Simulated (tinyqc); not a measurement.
# Configuration-coordinate model of a defect: Huang-Rhys factor and luminescence line shape, step by step

A worked calculation. Computed by tinyqc, a small Python program that keeps every step. Command: `OMP_NUM_THREADS=1 python tinyqc.py 3010410 3010411 out.jsonl ccline walk`. One thread of a shared host (Intel(R) Xeon(R) Processor @ 2.30GHz), about 0.01 s of CPU time with the checks. Intermediate numbers are printed to about 7 digits and carried at full precision; extremes and crossings named in words are read from the listed rows.

Ground state E_g(Q) = (1/2) omega_g^2 Q^2; excited state E_e(Q) = E_0 + (1/2) omega_e^2 (Q - dQ)^2 with E_0 = E_ZPL - (hbar omega_e - hbar omega_g)/2. Q is mass-weighted; the dipole does not depend on Q (Condon approximation).

Inputs (values chosen for the exercise, for a model defect): zero-phonon energy E_ZPL = 0.65 eV; displacement dQ = 0.493 u^(1/2) angstrom; ground-state phonon hbar omega_g = 38.8 meV; excited-state phonon hbar omega_e = 29.7 meV; temperature T = 500 K; refractive index n_r = 2.99; transition dipole mu = 1.7 e angstrom; quenching prefactor nu_0 = 5e+12 1/s.

Modes: different frequencies.

Constants: hbar^2/u = 4.18015928e-03 eV angstrom^2; k_B = 8.617333262e-05 eV/K; hbar = 6.582119569e-16 eV s; e = 1.602176634e-19 C; eps_0 = 8.8541878128e-12 F/m; hbar = 1.054571817e-34 J s; c = 299792458 m/s.

## Huang-Rhys factors and vertical energies

S = hbar omega dQ^2/(2 hbar^2/u) for each state; relaxation energy S hbar omega; absorption at E_0 + S_e hbar omega_e, emission at E_0 - S_g hbar omega_g; the Stokes shift is their difference.

S_g = 1.127983

S_e = 0.8634307

relaxation energy, ground state = 0.04376576 eV

relaxation energy, excited state = 0.02564389 eV

vertical absorption energy = 0.6801939 eV

vertical emission energy = 0.6107842 eV

Stokes shift = 0.06940965 eV

The coupling is intermediate: phonon replicas can be resolved beside the zero-phonon line.

## Franck-Condon overlaps

Overlaps <m_e|n_g> of harmonic-oscillator functions (Hermite recursion, positive leading coefficients) by a sum over an even grid (700 points from x = -9 to 9 + d for the small table, 1500 points from -16 to 16 + d for the thermal sums), with x = Q sqrt(omega_g/hbar), d = sqrt(2 S_g) and frequency ratio omega_e/omega_g.

<m_e|n_g>, rows m=0, m=1, m=2, m=3, columns n=0, n=1, n=2, n=3, n=4, n=5, n=6:
```
[[0.6104745, 0.5622310, 0.4234859, 0.2861624, 0.1804955, 0.1083433, 0.0626246],
 [-0.6426173, 0.0132300, 0.3422839, 0.4257684, 0.3772530, 0.2859751, 0.1971117],
 [0.4209781, -0.5130333, -0.2814430, 0.0716983, 0.2990318, 0.3681631, 0.3383327],
 [-0.1861450, 0.5512580, -0.2812576, -0.3687056, -0.1406002, 0.1278565, 0.2890446]]
```

From m = 0 these seven lines hold 99.8 % of the weight.

## Band at temperature T

Initial levels m = 0..24 carry Boltzmann weights exp(-m hbar omega_e/k_B T), normalised; final levels n = 0..79; a line lies at E_ZPL + m hbar omega_e - n hbar omega_g with weight w_m <m|n>^2. Moments are taken over these weights without the E^3 factor; FWHM = 2 sqrt(2 ln 2) x standard deviation; the zero-phonon weight is w_0 <0|0>^2, since the other m -> m lines are offset by m (hbar omega_e - hbar omega_g).

mean emission energy = 0.5949621 eV

FWHM from the second moment = 0.1996766 eV

zero-phonon weight = 0.1856229

skewness = -1.217811

Caution: for small S the spectrum is a set of resolved lines, and a Gaussian width has little meaning.

## Crossing, radiative lifetime and thermal quenching

The curves cross at the root Q_c nearest dQ; the barrier is (1/2) omega_e^2 (Q_c - dQ)^2, with (1/2) omega^2 = (hbar omega)^2/(2 hbar^2/u). k_r = n_r omega^3 mu^2/(3 pi eps_0 hbar c^3) at the vertical emission energy, without local-field correction; k_nr = nu_0 exp(-barrier/k_B T) (Mott-Seitz); yield = k_r/(k_r + k_nr); T_1/2 = barrier/(k_B ln(nu_0/k_r)).

Q_c = 2.402269 u^(1/2) angstrom

classical barrier = 0.3846131 eV

radiative lifetime = 133.7834 ns

luminescence yield = 0.01113004

quenching temperature T_1/2 = 332.7452 K

At 500 K the centre is quenched; tunnelling, left out here, starts the quenching earlier. Caution: the band is wide against its energy, so the E^3 factor left out of the moments shifts the observed peak up.

## Width and zero-phonon weight against temperature

For comparison: FWHM(0) sqrt(coth(hbar omega_e/2 k_B T)) with FWHM(0) from the first row, and exp(-S_g coth(hbar omega_e/2 k_B T)).

Against temperature:
```
T (K)  mean energy (eV)  FWHM (eV)  coth law (eV)  zero-phonon weight  exp(-S coth)
17            0.6055372  0.1122800      0.1122800           0.3726791     0.3236853
52            0.6055233  0.1124323      0.1124286           0.3721861     0.3227195
100           0.6051919  0.1160079      0.1159156           0.3608072     0.3005283
170           0.6039458  0.1286512      0.1281813           0.3236046     0.2299025
280           0.6012085  0.1531885      0.1516806           0.2638466     0.1276410
410           0.5975739  0.1814016      0.1781568           0.2118893     0.0584316
590           0.5923119  0.2170058      0.2106719           0.1648829     0.0188526
```

The width grows by a factor 1.93, flat while k_B T is well below hbar omega and as sqrt(T) above; the coth law, exact only for equal frequencies, misses by at most 2.9 %. The mean energy moves by -13.2 meV because the frequencies differ. The zero-phonon weight goes from 0.373 to 0.165, against 0.324 to 0.0189 for the exponential rule, which assumes many modes of equal frequency in both states.

Checks made by the program: grid overlaps at equal frequencies against the Poisson weights (relative difference below 1e-10).
